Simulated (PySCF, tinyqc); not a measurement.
Inside a calculation. Method: RHF in the sto-6g basis, for Be, spin multiplicity 1. This run ends on a higher stationary point, not on the lowest solution. The lowest restricted solution is unstable here: a spin-polarised one lies 0.0017 hartree lower (PySCF). One step of it, computed by the program tinyqc.

Question. Iteration 3: building the Fock matrix. J_ij = sum D_kl (ij|kl), K_ij = sum D_kl (ik|jl); F = H + J - 0.5 K; E = tr D H + tr D J / 2 - 0.25 tr D K + E_nn.

D after iteration 2, order 1Be 1s, 1Be 2s, 1Be 2px, 1Be 2py, 1Be 2pz:
```
[[1.820641, -0.001696, 0.000000, 0.000000, 0.000000],
 [-0.001696, 0.000223, 0.000000, 0.000000, 0.000000],
 [0.000000, 0.000000, 0.000000, 0.000000, 0.000000],
 [0.000000, 0.000000, 0.000000, 0.180000, 0.000000],
 [0.000000, 0.000000, 0.000000, 0.000000, 2.000000]]
```

core Hamiltonian H = T + V (hartree), order 1Be 1s, 1Be 2s, 1Be 2px, 1Be 2py, 1Be 2pz:
```
[[-7.946038, -1.858116, 0.000000, 0.000000, 0.000000],
 [-1.858116, -2.079966, 0.000000, 0.000000, 0.000000],
 [0.000000, 0.000000, -1.638720, 0.000000, 0.000000],
 [0.000000, 0.000000, 0.000000, -1.638720, 0.000000],
 [0.000000, 0.000000, 0.000000, 0.000000, -1.638720]]
```

Two-electron integrals (ij|kl) in chemists' order, unique and non-zero (hartree):
```
(11|11) 2.299996   (21|11) 0.361879   (21|21) 0.071926   (22|11) 0.570332
(22|21) 0.139654   (22|22) 0.417773   (31|31) 0.015252   (32|31) 0.022555
(32|32) 0.092340   (33|11) 0.570332   (33|21) 0.139654   (33|22) 0.417773
(33|33) 0.450117   (41|41) 0.015252   (42|41) 0.022555   (42|42) 0.092340
(43|43) 0.024258   (44|11) 0.570332   (44|21) 0.139654   (44|22) 0.417773
(44|33) 0.401601   (44|44) 0.450117   (51|51) 0.015252   (52|51) 0.022555
(52|52) 0.092340   (53|53) 0.024258   (54|54) 0.024258   (55|11) 0.570332
(55|21) 0.139654   (55|22) 0.417773   (55|33) 0.401601   (55|44) 0.401601
(55|55) 0.450117
```

nuclear repulsion = 0 hartree

Give: Coulomb J; exchange K; Fock matrix F; total energy of this density.

Answer.

Coulomb J (hartree), order 1Be 1s, 1Be 2s, 1Be 2px, 1Be 2py, 1Be 2pz:
```
[[5.4297, 0.9631, 0.0000, 0.0000, 0.0000],
 [0.9631, 1.9487, 0.0000, 0.0000, 0.0000],
 [0.0000, 0.0000, 1.9135, 0.0000, 0.0000],
 [0.0000, 0.0000, 0.0000, 1.9222, 0.0000],
 [0.0000, 0.0000, 0.0000, 0.0000, 2.0105]]
```

exchange K (hartree), order 1Be 1s, 1Be 2s, 1Be 2px, 1Be 2py, 1Be 2pz:
```
[[4.2195, 0.7070, 0.0000, 0.0000, 0.0000],
 [0.7070, 0.3319, 0.0000, 0.0000, 0.0000],
 [0.0000, 0.0000, 0.0806, 0.0000, 0.0000],
 [0.0000, 0.0000, 0.0000, 0.1572, 0.0000],
 [0.0000, 0.0000, 0.0000, 0.0000, 0.9323]]
```

Fock matrix F (hartree), order 1Be 1s, 1Be 2s, 1Be 2px, 1Be 2py, 1Be 2pz:
```
[[-4.6261, -1.2485, 0.0000, 0.0000, 0.0000],
 [-1.2485, -0.2972, 0.0000, 0.0000, 0.0000],
 [0.0000, 0.0000, 0.2345, 0.0000, 0.0000],
 [0.0000, 0.0000, 0.0000, 0.2049, 0.0000],
 [0.0000, 0.0000, 0.0000, 0.0000, -0.0944]]
```

total energy of this density = -13.301802 hartree

This density is a damped mixture and is not idempotent.
